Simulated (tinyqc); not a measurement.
# Hot electrons in a saturated n-channel MOSFET, lucky-electron model: several studies

Beyond pinch-off the lateral field grows as Esat cosh(y/l) over the velocity-saturated region (pseudo-two-dimensional model). Impact ionisation in this region gives the substrate current, which biases the body forward through Rsub. Currents are per width. Local-field laws: they overstate ionisation when the field peak is narrower than an energy relaxation length.

Values chosen for this exercise; values close to those of silicon n-channel devices:
- L = 0.8 um (channel length)
- tox = 18 nm (oxide thickness)
- xj = 230 nm (junction depth)
- VT = 0.44 V (threshold)
- mu = 270 cm^2/(V s) (effective mobility)
- vs = 8.2e6 cm/s (saturation velocity)
- Ai = 2e6 1/cm (ionisation prefactor)
- Bi = 1.72 MV/cm (ionisation field)
- Rd = 700 ohm um (resistance of the lightly doped drain)
- Rsub = 8500 ohm um (substrate resistance)
- kb = 0.46 (fall of VT per volt of forward body bias)
- m = 2.9 (lifetime exponent)
- Hl = 18000 s uA/um (lifetime constant)
- Vd = 3.5 V (drain voltage)
- Vg = 1.8 V (gate voltage)

Constants: eps0 = 8.8541878128e-14 F/cm where lengths are in cm. Results are converted to the units shown.

Each table varies one quantity; the others keep the values above.

## Effect of the gate voltage

Cox = 3.9 eps0/tox, l = sqrt(3 tox xj), Esat = 2 vs/mu. Overdrive g = Vg - VT + kb Vb; Vdsat = g Esat L/(g + Esat L); Id = Cox vs (g - Vdsat); dV = Vd - Id Rd - Vdsat; Em = sqrt((dV/l)^2 + Esat^2); Isub = Id (Ai/Bi) l Em exp(-Bi/Em). Vb = Rsub Isub is solved self-consistently. Lifetime tau = (Hl/Id)(Isub/Id)^(-m); 1 year = 3.15576e7 s.

Results:
```
Vg (V)	Id (uA/um)	Em (MV/cm)	Isub (uA/um)	Isub/Id	tau (years)
0.59	0.7070	0.3070	0.01038	0.01468	167.2
0.95	7.627	0.2788	0.05773	0.007569	105.8
1.32	21.24	0.2532	0.07825	0.003684	306.6
1.68	39.67	0.2310	0.06942	0.001750	1423
2.04	62.36	0.2111	0.04926	7.900e-4	9081
2.77	118.8	0.1761	0.01552	1.307e-4	8.801e5
3.14	151.7	0.1607	0.007105	4.683e-5	1.351e7
3.5	186.0	0.1470	0.002944	1.583e-5	2.562e8
```

Estimate the missing row, Vg = 2.41 V.

Computed row:
```
Vg (V)	Id (uA/um)	Em (MV/cm)	Isub (uA/um)	Isub/Id	tau (years)
2.41	89.40	0.1925	0.02936	3.284e-4	8.078e4
```

With this row back in the table: As Vg goes from 0.59 to 3.5 V, Em falls from 0.307 to 0.147 MV/cm, Isub goes from 0.0104 through a maximum of 0.0783 (at Vg = 1.32 V among the rows listed) to 0.00294 uA/um and tau goes from 167 through a minimum of 106 (at Vg = 0.95 V among the rows listed) to 2.56e8 years. Id grows with Vg while the rising Vdsat lowers the field, hence the bell shape; the peak row has Vg/Vd = 0.38. For Vg = 1.68 to 3.5 V tau is a far extrapolation that only says that hot carriers are no limit.

## Effect of the oxide thickness

Same model as above.

Results:
```
tox (nm)	Id (uA/um)	Em (MV/cm)	Isub (uA/um)	Isub/Id	tau (years)
10	84.50	0.2925	0.6668	0.007892	8.463
12	70.30	0.2693	0.3372	0.004797	43.08
19	44.33	0.2188	0.04969	0.001121	4631
23	36.62	0.2008	0.02057	5.617e-4	4.159e4
29	29.04	0.1813	0.006583	2.267e-4	7.284e5
36	23.39	0.1652	0.002128	9.097e-5	1.277e7
```

Estimate the missing row, tox = 15 nm.

Computed row:
```
tox (nm)	Id (uA/um)	Em (MV/cm)	Isub (uA/um)	Isub/Id	tau (years)
15	56.18	0.2434	0.1379	0.002455	376.0
```

With this row back in the table: As tox goes from 10 to 36 nm, Em falls from 0.292 to 0.165 MV/cm, Isub falls from 0.667 to 0.00213 uA/um and tau rises from 8.46 to 1.28e7 years. From the first row to the last, log10(tau) changes by 6.2: 5.6 from (Isub/Id)^(-m), which holds Em and l, and 0.56 from 1/Id. For tox = 19 to 36 nm tau is a far extrapolation that only says that hot carriers are no limit.

## Effect of the junction depth

Same model as above.

Results:
```
xj (nm)	Id (uA/um)	Em (MV/cm)	Isub (uA/um)	Isub/Id	tau (years)
92	47.01	0.3462	0.9276	0.01973	1.066
120	46.90	0.3047	0.4727	0.01008	7.498
230	46.80	0.2241	0.06319	0.001350	2556
310	46.79	0.1955	0.02081	4.448e-4	6.403e4
420	46.79	0.1708	0.005935	1.269e-4	2.435e6
580	46.78	0.1488	0.001372	2.932e-5	1.703e8
```

Estimate the missing row, xj = 170 nm.

Computed row:
```
xj (nm)	Id (uA/um)	Em (MV/cm)	Isub (uA/um)	Isub/Id	tau (years)
170	46.82	0.2582	0.1722	0.003677	139.9
```

With this row back in the table: As xj goes from 92 to 580 nm, Em falls from 0.346 to 0.149 MV/cm, Isub falls from 0.928 to 0.00137 uA/um and tau rises from 1.07 to 1.70e8 years. From the first row to the last, log10(tau) changes by 8.2: 8.2 from (Isub/Id)^(-m), which holds Em and l, and under 0.005 from 1/Id. For xj = 230 to 580 nm tau is a far extrapolation that only says that hot carriers are no limit.

Program tinyqc, `OMP_NUM_THREADS=1 python tinyqc.py 2550015 2550016 out.jsonl`; Intel Xeon 2.30GHz, shared host, one thread, about 0.01 s.
